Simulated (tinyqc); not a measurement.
# Fermi-level pinning at a metal contact (Cowley-Sze model): what changes with what

Interface states of density Ds lie behind a thin layer of thickness dl. Neglecting the depletion charge, the barrier for electrons is phi = S (pM - chi) + (1 - S) E0 with S = 1/(1 + q Ds dl/(eps0 ei)); the barrier for holes is Eg - phi.

Inputs (values chosen for the exercise); material values close to those of gallium arsenide:
- Eg = 1.44 eV (band gap)
- chi = 3.99 eV (electron affinity)
- Ds = 5e13 cm^-2 eV^-1 (density of interface states)
- E0 = 1.21 eV (depth of their neutrality level below the conduction edge)
- dl = 0.57 nm (thickness of the interface layer)
- ei = 3.7 (its relative permittivity)
- pM = 5.08 eV (metal work function)

Constants: q = 1.602176634e-19 C, eps0 = 8.8541878128e-14 F/cm where lengths are in cm. Results are converted to the units shown.

Each table varies one quantity; the others keep the values above.

## Barrier against work function

phi is listed beside the Schottky-Mott value pM - chi.

Barrier against work function:

| pM (eV) | pM - chi (eV) | phi (eV) |
|---|---|---|
| 3.4 | -0.5900 | 0.4581 |
| 3.7 | -0.2900 | 0.5834 |
| 4 | 0.01000 | 0.7087 |
| 4.3 | 0.3100 | 0.8340 |
| 4.6 | 0.6100 | 0.9594 |
| 4.9 | 0.9100 | 1.085 |
| 5.2 | 1.210 | 1.210 |
| 5.5 | 1.510 | 1.335 |
| 5.8 | 1.810 | 1.461 |

phi rises with slope S = 0.418, by 1.00 eV over 2.40 eV of work function, and equals the Schottky-Mott value at pM = chi + E0 = 5.20 eV. For pM = 5.8 phi lies outside the gap, where band states take over and the formula no longer holds.

## Unpinning by a thin insulator

Same model as above.

An inserted insulator of thickness t and permittivity 8.1 damps the metal-induced states, Ds(t) = Ds exp(-t/0.38 nm), and adds t/8.1 to dl/ei.

Unpinning by a thin insulator:

| t (nm) | Ds(t) (cm^-2 eV^-1) | S | phi (eV) |
|---|---|---|---|
| 0 | 5.000e13 | 0.4177 | 1.160 |
| 0.3 | 2.270e13 | 0.5602 | 1.143 |
| 0.6 | 1.031e13 | 0.7015 | 1.126 |
| 0.9 | 4.681e12 | 0.8166 | 1.112 |
| 1.2 | 2.126e12 | 0.8959 | 1.102 |
| 1.5 | 9.653e11 | 0.9441 | 1.097 |
| 1.8 | 4.383e11 | 0.9710 | 1.093 |
| 2.1 | 1.990e11 | 0.9853 | 1.092 |
| 2.4 | 9.038e10 | 0.9927 | 1.091 |

S rises from 0.418 to 0.993, and phi falls from 1.16 to 1.09 eV, towards pM - chi = 1.09 eV. The insulator also adds a tunnelling resistance, which is not counted here and sets a best thickness.

tinyqc, about 0.01 s, one thread, Intel Xeon 2.30GHz (shared host): `OMP_NUM_THREADS=1 python tinyqc.py 2430055 2430056 out.jsonl`
